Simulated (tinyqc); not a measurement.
## Trap density from one capacitance

Question. Traps spread evenly through the insulator exchange electrons with the semiconductor by tunnelling, with tau(x) = t0 exp(2 ka x) at depth x from the interface. The admittance per area Y seen at depth x obeys dY/dx = -Y^2/(i w eps0 eox) + q Nb ln(1 + i w tau)/tau, with Y(0) = i w Cs and w = 2 pi f; the gate sees Y(tox) = G + i w C. Working variable y = Y/(i w), in uF/cm^2. Cox = eps0 eox/tox. Find Nb and G/w.

Inputs (values chosen for the exercise):
- eox = 8.43 (relative permittivity of the insulator)
- tox = 11 nm (insulator thickness)
- Cs = 4.1 uF/cm^2 (semiconductor capacitance in accumulation)
- ka = 3.7 1/nm (decay constant of the wave function in the insulator)
- t0 = 7e-10 s (time constant of a trap at the interface)
- f = 10000 Hz (frequency)

Constants: q = 1.602176634e-19 C, eps0 = 8.8541878128e-14 F/cm where lengths are in cm. Results are converted to the units shown.

C = 0.66079439 uF/cm^2

Answer. C rises steadily with Nb, so one density matches; in practice ka and t0 must come from the frequency dependence.

Nb = 1.40e20 cm^-3 eV^-1
G/w = 0.0124 uF/cm^2

Numbers from tinyqc (`OMP_NUM_THREADS=1 python tinyqc.py 2202029 2202030 out.jsonl`; about 0.7 s on one thread of a shared Intel Xeon 2.30GHz).
